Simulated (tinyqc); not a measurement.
# Worked calculation: ESD clamp with bipolar snapback, compact model and design window

Computed by the program tinyqc: `OMP_NUM_THREADS=1 python tinyqc.py 2670123 2670124 out.jsonl`, one thread of a shared Intel Xeon 2.30GHz, about 0.02 s for the whole run. Printed values are rounded.

The drain junction multiplies the current that enters it: Igen = (M - 1)(Ic + I0), M = 1/(1 - (Vj/BV)^n). The generated holes leave through the substrate resistance and the base of the parasitic npn: Igen = Vb/Rb + Ic/be, Ic = Is exp(Vb/Vt). Terminal current I = Ic + I0 + Igen and voltage V = Vj + I Ro, per width. Isothermal, constant gain.

Parameters, values chosen for the exercise; values close to those of grounded-gate n-channel clamps: temperature T = 300 K; junction breakdown voltage BV = 7 V; exponent of the multiplication n = 2.6; current gain of the parasitic npn be = 7.9; saturation current Is = 3.3e-17 A/um; junction leakage I0 = 1.1e-12 A/um; substrate resistance Rb = 6700 ohm um; drain ballast and contact resistance Ro = 170 ohm um; failure current for 100 ns It2 = 8 mA/um; finger width Wf = 50 um; number of fingers Nf = 6; human-body-model level Lv = 2 kV; oxide breakdown voltage for 100 ns Vox = 12.4 V; supply voltage Vdd = 1.8 V.

Constants: q = 1.602176634e-19 C, kB = 1.380649e-23 J/K, Vt = kB T/q. Results are converted to the units shown.

## The snapback curve

Vb, point 0 to 8 (V): [0.05, 0.3, 0.463, 0.523, 0.573, 0.691, 0.799, 0.819, 0.849]

For given Vb: Ic, Igen, M = 1 + Igen/(Ic + I0), Vj = BV (1 - 1/M)^(1/n), I and V.

```
point   Ic (uA/um)          M   Vj (V)  I (uA/um)    V (V)
0      2.28285e-10  6.78285e6  7.00000    7.46269  7.00127
1       3.61653e-6  9.49345e6  7.00000    44.7761  7.00761
2       0.00197957    34890.5  6.99992    69.1067  7.01167
3        0.0201617    3872.60  6.99930    78.0824  7.01258
4         0.139473    614.304  6.99562    85.6795  7.01018
5          13.3907    8.82852  6.68372    118.220  6.70381
6          873.219    1.26315  3.82894    1103.01  4.01645
7          1892.82    1.19116  3.46334    2254.65  3.84663
8          6040.69    1.14756  3.18038    6932.05  4.35883
```

V peaks at Vt1 = 7.013 V and falls to Vh = 3.847 V: once the npn supplies current, a small M feeds the base. At high current M tends to 1 + 1/be and Vj to BV (1 + be)^(-1/n) = 3.020 V.

## Iteration 1: base voltage at the failure current

Vb at the start = 0.76 V

I(Vb) = Ic (1 + 1/be) + I0 + Vb/Rb, I' = Ic (1 + 1/be)/Vt + 1/Rb; Newton steps on ln I: Vb(new) = Vb - ln(I/It2) I/I'. V follows from the introduction.

I = 0.331061 mA/um
V = 5.05426 V
I' = 8.56748 mS/um
Vb after iteration 1 = 0.883069 V

## Iteration 2: base voltage at the failure current

As before.

I = 25.5525 mA/um
V = 7.41026 V
I' = 983.467 mS/um
Vb after iteration 2 = 0.852896 V

## Course of the iteration: base voltage at the failure current

Stop when Vb changes by less than 1e-10 V, or after 20 iterations. Vb must stay between 0 and 8 V.

Course of the iteration:
```
iteration    Vb (V)  |change| (V)
1          0.883069         0.123
2          0.852896        0.0302
3          0.852767       1.30e-4
4          0.852767       4.85e-9
5          0.852767             0
```

Converged in 5 iterations. At the end the number of correct digits about doubles with each step.

## Design window and human-body level

Vt1 = 7.01258 V
Vh = 3.84662 V
Vt2 = 4.52027 V

Human-body model: 100 pF through 1500 ohm, peak current about (level - Vt2)/1500 ohm, decay time 150 ns. All fingers turn on before the first fails if Vt2 > Vt1; then the clamp carries Nf Wf It2, otherwise in the worst case Wf It2. Margins: Vh - 1.1 Vdd against latching in operation, Vox - max(Vt1, Vt2) for the protected oxide.

peak current = 1.33032 A
current the clamp carries = 0.4 A
level it withstands = 0.604520 kV
holding margin = 1.86662 V
oxide margin = 5.38742 V

Uniform turn-on is not assured; the clamp fails the level. Both margins are positive.
